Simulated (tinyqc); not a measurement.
# Worked calculation: drifting, spreading and decaying minority pulse (Haynes-Shockley), backward Euler time steps

Computed by the program tinyqc: `OMP_NUM_THREADS=1 python tinyqc.py 2310116 2310117 out.jsonl`, one thread of a shared Intel Xeon 2.30GHz, about 0.01 s for the whole run. Printed values are rounded.

Low injection in a uniform field: dn/dt = D d2n/dx2 - v dn/dx - n/tau with D = mu Vt and v = mu F towards +x. Exact solution on an infinite bar for a Gaussian start at x0: n = N0 exp(-t/tau) exp(-(x - x0 - v t)^2/(2 s^2))/sqrt(2 pi s^2), s^2 = s0^2 + 2 D t.

Inputs (values chosen for the exercise); mobility close to that of silicon at room temperature:
- T = 300 K (temperature)
- mu = 471 cm^2/(V s) (minority-carrier mobility)
- F = 19 V/cm (sweep field along the drift)
- hx = 11 um (mesh step)
- tau = 5.6e-7 s (lifetime)
- N0 = 2e11 cm^-2 (injected sheet density)
- dt = 9.1e-8 s (time step)
- s0 = 10 um (initial width (standard deviation))

Constants: q = 1.602176634e-19 C, kB = 1.380649e-23 J/K, Vt = kB T/q. Results are converted to the units shown.

## Coefficients of the scheme

Exponentially fitted fluxes: d = F hx/Vt, B(d) = d/(exp(d) - 1), k = D dt/hx^2; (L n)_i = a n_(i-1) + b n_i + c n_(i+1) with a = k B(-d), c = k B(d), b = -a - c - dt/tau. Explicit steps keep n positive for dt up to 1/[(D/hx^2)(B(d) + B(-d)) + 1/tau].

D = 12.1763 cm^2/s
v = 8949 cm/s
d = 0.808448
a = 1.33524
b = -2.09266
c = 0.594916
positivity limit of dt = 4.34854e-8 s

dt is 2.1 times the explicit limit. On this mesh the fitted flux acts like a diffusion coefficient (d/2) coth(d/2) D = 1.05 D for a travelling pulse, before the error of the time steps.

## Initial pulse

Nodes x_i = i hx, i = 1 to 9, n = 0 at nodes 0 and 10; the Gaussian at t = 0 with x0 = 4 hx.

| node | n at t = 0 (1e13 cm^-3) |
|---|---|
| 1 | 0.03445 |
| 2 | 0.70949 |
| 3 | 4.35704 |
| 4 | 7.97885 |
| 5 | 4.35704 |
| 6 | 0.70949 |
| 7 | 0.03445 |
| 8 | 0.00050 |
| 9 | 0.00000 |

## Step 1: densities after a time step

(L n)_i = a n_(i-1) + b n_i + c n_(i+1), n = 0 beyond the ends. Backward Euler step: solve n(new) - L n(new) = n.

| node | n at t = 1 dt (1e13 cm^-3) |
|---|---|
| 1 | 0.16539 |
| 2 | 0.80187 |
| 3 | 2.60469 |
| 4 | 4.41689 |
| 5 | 3.70336 |
| 6 | 2.01467 |
| 7 | 0.96874 |
| 8 | 0.45631 |
| 9 | 0.19701 |

## Step 2: densities after a time step

As before.

| node | n at t = 2 dt (1e13 cm^-3) |
|---|---|
| 1 | 0.17873 |
| 2 | 0.65111 |
| 3 | 1.63577 |
| 4 | 2.66393 |
| 5 | 2.75263 |
| 6 | 2.10551 |
| 7 | 1.38088 |
| 8 | 0.82446 |
| 9 | 0.41966 |

## Step 3: densities after a time step

As before.

| node | n at t = 3 dt (1e13 cm^-3) |
|---|---|
| 1 | 0.15009 |
| 2 | 0.47981 |
| 3 | 1.06299 |
| 4 | 1.69942 |
| 5 | 1.97076 |
| 6 | 1.80384 |
| 7 | 1.41486 |
| 8 | 0.98539 |
| 9 | 0.56113 |

## Course in time

The same steps, now on nodes 1 to 60 (n = 0 at nodes 0 and 61), for 24 steps; centre = sum x n/sum n. Deviations are from the exact pulse, as a share of its largest value on the nodes; a run counts as stable if they stay under 100 %.

Course of the iteration:

| step | hx sum n (cm^-2) | centre (um) | most negative n (cm^-3), 0 if none | largest deviation (% of the peak) |
|---|---|---|---|---|
| 1 | 1.71107e11 | 51.2459 | 0 | 26.9 |
| 2 | 1.46183e11 | 58.6038 | 0 | 30.1 |
| 3 | 1.24904e11 | 66.0055 | 0 | 28.3 |
| 4 | 1.06802e11 | 73.4073 | 0 | 26.4 |
| 5 | 9.14084e10 | 80.7857 | 0 | 28.0 |
| 6 | 7.83023e10 | 88.1300 | 0 | 28.1 |
| 7 | 6.71271e10 | 95.4368 | 0 | 28.2 |
| 8 | 5.75839e10 | 102.707 | 0 | 29.1 |
| 9 | 4.94235e10 | 109.943 | 0 | 29.5 |
| ... | ... | ... | ... | ... |
| 16 | 1.70973e10 | 159.923 | 0 | 37.2 |
| 17 | 1.47007e10 | 167.001 | 0 | 38.5 |
| 18 | 1.26411e10 | 174.068 | 0 | 39.7 |
| 19 | 1.08707e10 | 181.128 | 0 | 41.1 |
| 20 | 9.34869e9 | 188.180 | 0 | 42.2 |
| 21 | 8.04015e9 | 195.225 | 0 | 43.9 |
| 22 | 6.91501e9 | 202.266 | 0 | 45.2 |
| 23 | 5.94749e9 | 209.301 | 0 | 46.6 |
| 24 | 5.11546e9 | 216.333 | 0 | 48.2 |

The run is stable. After 24 steps the deviation is 48 % of the peak. From step 1 to the last the centre has moved at 0.881 v and the content is 26 % above N0 exp(-t/tau). On an endless mesh these steps would give a speed of 0.860 v and a content of 1.33 times the exact one, from dt/tau = 0.162 alone; the rest comes from the absorbing ends.
